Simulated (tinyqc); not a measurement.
# Modulation-doped quantum well, Poisson-Schroedinger loop with local exchange and correlation, step by step

tinyqc, about 0.2 s, one thread, Intel Xeon 2.30GHz (shared host): `OMP_NUM_THREADS=1 python tinyqc.py 2140004 2140005 out.jsonl` Printed values are rounded.

A well of width L centred at z = 0 between barriers Vb; effective-mass electrons, parabolic bands. The electrons come from donor sheets outside the mesh, a share fL of Ns on the left and the rest on the right, so the structure is neutral. Energies are counted from the band edge of the well, with U = 0 on the first node in the Hartree part.

Values chosen for this exercise; material values those of a made-up well:
- T = 150 K (temperature)
- md = 0.201 m0 (in-plane mass)
- Vb = 0.492 eV (barrier height)
- eps_r = 10.7 (relative permittivity (all layers))
- L = 6.93 nm (well width)
- hz = 0.77 nm (mesh step)
- Ns = 2e12 cm^-2 (sheet density of electrons)
- fL = 0.25 (share of the donors on the left side)
- Fz = 40 kV/cm (applied field along z)
- a = 0.7 (mixing factor)

Constants: q = 1.602176634e-19 C, kB = 1.380649e-23 J/K, hbar = 1.054571817e-34 J s, m0 = 9.1093837015e-31 kg, Vt = kB T/q, eps0 = 8.8541878128e-14 F/cm where lengths are in cm, hbar^2/(2 m0) = 0.0380998212 eV nm^2. Results are converted to the units shown.

## Fixed part of the potential

z, node 1 to 19 (nm): -6.93  -6.16  -5.39  -4.62  -3.85  -3.08  -2.31  -1.54  -0.77  0  0.77  1.54  2.31  3.08  3.85  4.62  5.39  6.16  6.93

V0 = 0 in the well and Vb outside, plus q Fz z (1 kV/cm = 1e-4 eV/nm).

fixed potential V0, node 1 to 19 (eV): 0.464280  0.467360  0.470440  0.473520  0.476600  -0.012320  -0.009240  -0.006160  -0.003080  0.000000  0.003080  0.006160  0.009240  0.012320  0.507400  0.510480  0.513560  0.516640  0.519720

## Round 1: levels and probability densities

self-consistent potential U at the start, node 1 to 19 (eV): 0  0  0  0  0  0  0  0  0  0  0  0  0  0  0  0  0  0  0
mass on the intervals 1/2, 3/2, ... (mean of both at an interface) (m0): 0.278  0.278  0.278  0.278  0.278  0.2355  0.193  0.193  0.193  0.193  0.193  0.193  0.193  0.193  0.2355  0.278  0.278  0.278  0.278  0.278

Tridiagonal Hamiltonian with psi = 0 one step beyond both ends: H_ii = C (1/m_(i-1/2) + 1/m_(i+1/2))/hz^2 + V0_i + U_i, H_(i,i+1) = -C/(m_(i+1/2) hz^2), C = hbar^2/(2 m0). The lowest 2 level(s) are kept, normalised to hz sum |psi|^2 = 1.

levels (eV): E1 0.024562, E2 0.100067

```
node  |psi|^2 of E1 (1/nm)  |psi|^2 of E2 (1/nm)
1                 0.000000              0.000001
2                 0.000002              0.000013
3                 0.000032              0.000146
4                 0.000433              0.001588
5                 0.005824              0.017426
6                 0.062381              0.153847
7                 0.132673              0.223825
8                 0.195138              0.158924
9                 0.228948              0.038815
10                0.226103              0.004311
11                0.191355              0.095231
12                0.137757              0.213113
13                0.080859              0.234727
14                0.034031              0.140751
15                0.002950              0.014673
16                0.000200              0.001204
17                0.000013              0.000098
18                0.000001              0.000008
19                0.000000              0.000001
```

## Round 1: Fermi level and occupations

Level k holds N_k = D_k Vt ln(1 + exp((EF - E_k)/Vt)) with D = md m0 q/(pi hbar^2) per eV (spin included); EF is fixed by sum N_k = Ns.

EF = 0.0459217 eV
N_k (cm^-2): E1 1.98367e12, E2 1.63335e10

## Round 1: density, output potential and mixing

n_i = sum_k N_k |psi_k|^2 (converted to cm^-3). Hartree part by Gauss: on the interval after node i the enclosed sheet charge is S_i = fL Ns - hz sum_(j<=i) n_j, and U_(i+1) = U_i + q S_i hz/(eps0 eps_r) in eV, U_1 = 0. Added to it: V_xc = -(2 Ry/(pi al rs)) [1 + 0.7734 (rs/21) ln(1 + 21/rs)] (Hedin-Lundqvist), al = (4/(9 pi))^(1/3), rs = (3/(4 pi n))^(1/3)/aB, aB = 4 pi eps0 eps_r hbar^2/(md m0 q^2), Ry = q/(8 pi eps0 eps_r aB) in eV. Mixing: U(new) = U + a (U(out) - U).

```
node  n (1e18 cm^-3)  U(out) (eV)  U after round 1 (eV)
1            0.00000    -0.000341            -0.0002385
2            0.00005     0.005698             0.0039888
3            0.00067     0.011213             0.0078492
4            0.00884     0.015621             0.0109345
5            0.11837     0.017659             0.0123612
6            1.26257     0.015486             0.0108399
7            2.66834     0.016297             0.0114082
8            3.89685     0.016139             0.0112971
9            4.54791     0.013519             0.0094630
10           4.48583     0.007597             0.0053182
11           3.81140    -0.001716            -0.0012015
12           2.76745    -0.013860            -0.0097021
13           1.64232    -0.027837            -0.0194860
14           0.69804    -0.042447            -0.0297127
15           0.06092    -0.054633            -0.0382429
16           0.00416    -0.070401            -0.0492810
17           0.00028    -0.088195            -0.0617363
18           0.00002    -0.106932            -0.0748524
19           0.00000    -0.126107            -0.0882750
```

## Round 2: levels and probability densities

As before.

levels (eV): E1 0.0257732, E2 0.0966273

```
node  |psi|^2 of E1 (1/nm)  |psi|^2 of E2 (1/nm)
1                 0.000000              0.000001
2                 0.000001              0.000011
3                 0.000020              0.000128
4                 0.000273              0.001441
5                 0.003770              0.016455
6                 0.041461              0.151496
7                 0.092117              0.238528
8                 0.145832              0.201605
9                 0.190605              0.081931
10                0.217027              0.002106
11                0.217640              0.042869
12                0.188093              0.160851
13                0.131543              0.225071
14                0.063729              0.156413
15                0.006082              0.017936
16                0.000469              0.001680
17                0.000037              0.000162
18                0.000003              0.000016
19                0.000000              0.000001
```

## Round 2: Fermi level and occupations

As before.

EF = 0.0470358 eV
N_k (cm^-2): E1 1.97684e12, E2 2.31588e10

## Round 2: density, output potential and mixing

As before.

```
node  n (1e18 cm^-3)  U(out) (eV)  U after round 2 (eV)
1            0.00000    -0.000296             -0.000279
2            0.00003     0.005805              0.005260
3            0.00043     0.011441              0.010364
4            0.00574     0.016089              0.014543
5            0.07833     0.018620              0.016742
6            0.85470     0.017406              0.015436
7            1.87625     0.018950              0.016687
8            2.92956     0.019873              0.017300
9            3.78693     0.018843              0.016029
10           4.29076     0.014876              0.012009
11           4.31232     0.007490              0.004882
12           3.75554    -0.003165             -0.005126
13           2.65252    -0.016232             -0.017209
14           1.29604    -0.030198             -0.030052
15           0.12439    -0.041029             -0.040193
16           0.00965    -0.056067             -0.054031
17           0.00077    -0.073473             -0.069952
18           0.00006    -0.091987             -0.086847
19           0.00000    -0.111025             -0.104200
```

## Course of the self-consistent loop

Start from U = 0. Stop when the largest |U(out) - U| is below 1e-7 eV, or after 120 rounds.

Course of the iteration:
```
round  level E1 (eV)    EF (eV)  largest |U(out) - U| (eV)
1          0.0245622  0.0459217                      0.126
2          0.0257732  0.0470358                     0.0227
3          0.0309188  0.0521523                    5.09e-3
4          0.0330071  0.0542300                    1.39e-3
5          0.0336588  0.0548782                    4.06e-4
6          0.0338494  0.0550678                    1.22e-4
7          0.0339042  0.0551222                    3.66e-5
8          0.0339198  0.0551377                    1.10e-5
9          0.0339242  0.0551421                    3.32e-6
10         0.0339255  0.0551434                    1.00e-6
11         0.0339258  0.0551437                    3.01e-7
12         0.0339259  0.0551438                    9.08e-8
```

Converged in 12 rounds. Towards the end the residual shrinks by a factor of about 0.30 a round.

## Converged levels, occupations and centroid

converged U, node 1 to 19 (eV): -0.000301  0.005798  0.011436  0.016092  0.018646  0.017487  0.019119  0.020182  0.019351  0.015631  0.008501  -0.001952  -0.014916  -0.028821  -0.039422  -0.054333  -0.071668  -0.090135  -0.109139

Solve for the levels with V0 + U, find EF, n_i = sum_k N_k |psi_k|^2 (in cm^-3); share of each level N_k/Ns; centroid sum n z/sum n.

levels (eV): E1 0.033926, E2 0.103069
EF = 0.0551438 eV
shares (%): E1 98.6847, E2 1.3153
n, node 1 to 19 (in units of 1e18 cm^-3): 0.00000  0.00003  0.00043  0.00572  0.07739  0.83963  1.82744  2.83078  3.65150  4.17250  4.28525  3.85918  2.83545  1.43519  0.14111  0.01135  0.00095  0.00008  0.00001
centroid = 0.250597 nm

With 400 intervals across the well and the same walls, E2 - E1 = 75.91 meV and EF - E1 = 21.37 meV; this mesh gives 69.14 and 21.22 meV.
